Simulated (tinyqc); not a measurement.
Kinetic Monte Carlo and master equation for a particle on a ring of sites with traps and bias: one step, computed by the program tinyqc.

5 sites on a ring, numbered 1 to 5. The saddle between i and i+1 lies at E0 + s b_i and site i at s eps_i; a force F tilts the landscape, with the saddle half-way.

Question. Closed form at zero force. At zero force D0 = a^2 nu exp(-E0/(k_B T)) / [<exp(-s eps/(k_B T))> <exp(s b/(k_B T))>], with means over the ring; Einstein relation v = D0 F/(k_B T); 1 angstrom = 1e-8 cm.

Inputs (values chosen for the exercise, for a model defect):
```
quantity,value,unit
reference barrier E0,0.49,eV
scale factor s of the disorder,1,-
attempt frequency nu,15,THz
temperature T,390,K
site spacing a,2.5,angstrom
force F along the ring,0.022,eV/angstrom
```

Disorder: both.

site energies eps_i (eV): [-0.019, -0.03, -0.076, -0.061, -0.092]

saddle shifts b_i between sites i and i+1 (eV): [-0.047, 0.022, -0.026, -0.024, -0.045]

Constants: k_B = 8.617333262e-05 eV/K.

Give: zero-force diffusivity D0; D0 over the value without disorder; Einstein drift.

Answer.

zero-force diffusivity D0 = 9.1106e-10 cm^2/s

D0 over the value without disorder = 0.20874

Einstein drift = 0.059639 cm/s
